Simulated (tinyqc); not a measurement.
Hubbard ring of 5 sites, step by step. One step of it, computed by the program tinyqc.

Problem. Mean-field iteration 3. H(up) = T + U n(down), H(down) = T + U n(up); fill the lowest levels; n(new) = n + mixing (n(out) - n); E = tr T (rho up + rho down) + U sum n_up n_down of the output.

one-body matrix (hopping and site energies) (eV), lower triangle:
```
           1          2          3          4         5
1  -0.540000
2  -0.970000  -0.270000
3   0.000000  -0.970000  -0.870000
4   0.000000   0.000000  -0.970000   0.780000
5  -0.970000   0.000000   0.000000  -0.970000  0.970000
```

U = 6.100000 eV

electrons, up and down: 1  1

mixing = 0.200000

n(up) after iteration 2: 1 0.544914, 2 0.020324, 3 0.581090, 4 0.010248, 5 0.451424

n(down) after iteration 2: 1 0.020230, 2 0.704613, 3 0.030011, 4 0.434543, 5 0.002603

Give: levels, up; levels, down; energy; n(up) after iteration 3; n(down) after iteration 3.

Solution.

levels, up (eV): -1.3256  -0.8358  1.1113  3.9456  4.4456

levels, down (eV): -0.7928  0.3369  2.3120  3.4450  4.5777

energy = -2.6129 eV

n(up) after iteration 3: 1 0.5090, 2 0.0266, 3 0.5503, 4 0.0164, 5 0.3841

n(down) after iteration 3: 1 0.0303, 2 0.7147, 3 0.0437, 4 0.3603, 5 0.0046
